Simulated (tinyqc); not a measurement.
Molecular dynamics of a small cluster by velocity Verlet steps: one step, computed by the program tinyqc.

E = sum_i {sum_j A exp(-p (r_ij/r0 - 1)) - xi sqrt(rho_i)}, rho_i = sum_j exp(-2 q (r_ij/r0 - 1)); the force on i is -sum_j w_ij (R_i - R_j)/r_ij with w_ij = -(2p/r0) A exp(-p (r_ij/r0 - 1)) + (xi q/r0) exp(-2 q (r_ij/r0 - 1)) (rho_i^(-1/2) + rho_j^(-1/2)).

Question. Step 1. Velocity Verlet: a = c F/M with c = 9.648533212e-3 angstrom/fs^2 per eV/(angstrom u); R(new) = R + v dt + a dt^2/2; v(new) = v + (a + a(new)) dt/2. Kinetic energy K = M v^2/(2c); temperature T = 2K/((3N - 3) k_B), rotation of the cluster included.

Inputs (values chosen for the exercise, for model atoms):
```
quantity       value      unit
length r0       2.38  angstrom
repulsion A      0.1        eV
hopping xi      1.48        eV
decay p         10.4         -
decay q         2.43         -
atomic mass M    144         u
time step dt     5.9        fs
```

Potential: Gupta. Thermostat: none.

starting positions (angstrom):
```
            x      y      z
atom 1  -0.01  -0.05  -0.04
atom 2    2.2  -0.03  -0.04
atom 3   1.14   1.94   0.02
atom 4   1.16   0.66   1.82
atom 5   1.07   0.64  -1.83
```

starting velocities (angstrom/fs):
```
               x         y         z
atom 1   0.00071     9e-05   0.00065
atom 2   0.00037  -0.00171   0.00062
atom 3         0   0.00159  -0.00143
atom 4   0.00042    0.0005  -0.00087
atom 5  -0.00149  -0.00047   0.00103
```

Constants: 1 eV/(angstrom u) = 9.648533212e-03 angstrom/fs^2; k_B = 8.617333262e-05 eV/K.

Give: positions after step 1; new forces; velocities after step 1; total energy.

Answer.

positions after step 1 (angstrom):
```
             x       y       z
atom 1  -0.005  -0.049  -0.036
atom 2   2.202  -0.040  -0.036
atom 3   1.140   1.949   0.011
atom 4   1.162   0.663   1.814
atom 5   1.061   0.637  -1.823
```

new forces (eV/angstrom):
```
              x        y        z
atom 1   0.4133   0.4365   0.3003
atom 2  -0.2971   0.2965   0.0580
atom 3  -0.0840  -0.7376  -0.1041
atom 4  -0.1094  -0.0988  -0.8108
atom 5   0.0772   0.1034   0.5566
```

velocities after step 1 (angstrom/fs):
```
                x          y          z
atom 1   0.000883   0.000265   0.000765
atom 2   0.000256  -0.001605   0.000648
atom 3  -0.000038   0.001313  -0.001478
atom 4   0.000376   0.000456  -0.001193
atom 5  -0.001467  -0.000430   0.001258
```

total energy = -12.77 eV
